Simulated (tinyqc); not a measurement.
From one barrier to a miniband: Kronig-Penney superlattice by transfer matrices.

Wells (width a, potential 0, mass mw) alternate with barriers (width b, height V0, mass mb); period d = a + b; c = hbar^2/2m0. The vector (psi, psi'/m) is continuous, and a layer of thickness t carries it by M = [[cos kt, (m/k) sin kt], [-(k/m) sin kt, cos kt]] with k = sqrt(m (E - V)/c); for E < V, k = i kappa gives [[cosh, (m/kappa) sinh], [(kappa/m) sinh, cosh]] of kappa t. A Bloch state obeys cos(q d) = tr(Mb Mw)/2.

Constants: hbar^2/2m0 = 3.80998211 eV angstrom^2.

Parameters, chosen for this exercise (near those of a strained Si superlattice with barriers of SiGe; shifted at random, so the results belong to these values and not to a real crystal):
```
symbol  value  unit      meaning
a       31     angstrom  well width
b       16     angstrom  barrier width
V0      0.19   eV        barrier height
mw      0.921  m0        mass in the wells
mb      0.965  m0        mass in the barriers
```

Transmission through N barriers separated by wells, between leads of the well material: T = 4/[(M11 + M22)^2 + (u M12 - M21/u)^2] with u = k/mw and M the product over all layers; twelve evenly spaced energies around the first miniband.

Transmission:
```
E (eV),tr M/2 of a period,N = 1,N = 2,N = 4,N = 8
0.023067,1.979,0.00245,0.000157,8.42e-07,2.47e-11
0.023358,1.577,0.00249,0.000251,3.98e-06,1.06e-09
0.023649,1.184,0.00254,0.000453,3.48e-05,2.88e-07
0.023940,0.799,0.00258,0.00101,0.00330,0.00115
0.024231,0.422,0.00262,0.00368,0.00222,0.0189
0.024522,0.053,0.00266,0.194,0.0575,0.0157
0.024813,-0.309,0.00270,0.00705,0.00270,0.00701
0.025104,-0.662,0.00274,0.00156,0.0256,0.00692
0.025395,-1.009,0.00279,0.000686,0.000160,3.09e-05
0.025686,-1.347,0.00283,0.000391,1.41e-05,2.15e-08
0.025976,-1.678,0.00287,0.000256,2.98e-06,4.23e-10
0.026267,-2.002,0.00291,0.000182,9.26e-07,2.44e-11
```

5 of the energies lie in the miniband (|tr M/2| <= 1); there T for N = 8 runs between 0.00115 and 0.0189. In the gaps it falls with N: at E = 0.0263 eV from 9.26e-07 (N = 4) to 2.44e-11 (N = 8), a slope of ln T of -2.64 a period, against -2 arccosh|tr M/2| = -2.64.

Program tinyqc; command `OMP_NUM_THREADS=1 python tinyqc.py 1252322 1252323 out.jsonl`; about 0.05 s on one thread of a shared Intel(R) Xeon(R) Processor @ 2.30GHz.
